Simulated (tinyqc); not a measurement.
Scale length and barrier from the threshold roll-off.

Inverse problem. For L well above Lambda the threshold falls by 2 m sqrt(A (A + Vds)) exp(-pi L/(2 Lambda)), A being the height of the source potential over the barrier top; the two values follow this form. Find Lambda and A.

Inputs (values chosen for the exercise):
- m = 1 (long-channel body factor)
- Vds = 0.7 V (drain voltage)

threshold lowering at L = 26 and 42 nm (mV): [28.860540, 4.2177627]

Solution. The ratio of the two values gives Lambda; the prefactor gives A (A + Vds), a quadratic with one positive root.

Lambda = 13.07 nm
A = 0.1300 V

Program tinyqc, `OMP_NUM_THREADS=1 python tinyqc.py 2420013 2420014 out.jsonl`; Intel Xeon 2.30GHz, shared host, one thread, about 0.01 s.
